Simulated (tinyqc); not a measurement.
One-electron ion in a basis of Gaussians, step by step. One step of it, computed by the program tinyqc.

Task: Matrices over normalised Gaussians. With p = a_i + a_j and I(k) = Gamma((k+1)/2) / (2 p^((k+1)/2)): S = I(2l+2), T = (2l+3) a_i a_j S / p, V = -Z I(2l+1), each divided by sqrt(S_ii S_jj).

exponents of r^l exp(-a r^2) (1/bohr^2): 0.214200  1.068000  5.322000  26.530000

Z = 4

l = 1

Give: S; T; V.

Result:

S, lower triangle:
```
        1       2       3       4
1  1.0000
2  0.4808  1.0000
3  0.0924  0.4810  1.0000
4  0.0134  0.0924  0.4808  1.0000
```

T (hartree), lower triangle:
```
        1       2        3        4
1  0.5355
2  0.4289  2.6700
3  0.0951  2.1392  13.3050
4  0.0143  0.4744  10.6572  66.3250
```

V (hartree), lower triangle:
```
         1        2        3         4
1  -1.9695
2  -1.6380  -4.3977
3  -0.6542  -3.6585  -9.8169
4  -0.2088  -1.4609  -8.1656  -21.9183
```
